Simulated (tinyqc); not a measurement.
Admittance spectroscopy and thermally stimulated current of one trap level in a depletion layer: one step, computed by the program tinyqc. Command: `OMP_NUM_THREADS=1 python tinyqc.py 3112695 3112696 out.jsonl admit walk`. One thread of a shared host (Intel(R) Xeon(R) Processor @ 2.30GHz), about 0.01 s of CPU time with the checks.

A Schottky junction on n-type material holds one donor-like electron trap; shallow donors are fully ionised and abrupt depletion edges are assumed.

Problem. Temperature of the peak. N_c = 2 (2 pi m k_B T/h^2)^(3/2), v_th = sqrt(3 k_B T/m), emission rate e_n = sigma v_th N_c exp(-E_t/(k_B T)). Where the level crosses the Fermi level capture equals emission, so the trap follows the signal with the rate 2 e_n; G/omega peaks at omega = 2 e_n (the correction for large N_t/N is left out). Solve 2 e_n(T_p) = 2 pi f.

Inputs (values chosen for the exercise, modelled on n-type beta-Ga2O3):

| quantity | value | unit |
|---|---|---|
| density-of-states mass m | 0.274 | m_0 |
| shallow doping N | 1e+16 | 1/cm^3 |
| trap depth E_t below the band | 0.584 | eV |
| capture cross section sigma | 3.3e-15 | cm^2 |
| test frequency f | 800 | Hz |

Constants: k_B = 1.380649e-23 J/K; m_0 = 9.1093837015e-31 kg; h = 6.62607015e-34 J s; k_B = 8.617333262e-05 eV/K.

Give: peak temperature T_p; N_c at T_p; e_n at T_p; E_c - E_F = k_B T_p ln(N_c/N).

Solution.

peak temperature T_p = 359.77 K

N_c at T_p = 4.7267e+18 1/cm^3

e_n at T_p = 2513.3 1/s

E_c - E_F = k_B T_p ln(N_c/N) = 0.19093 eV
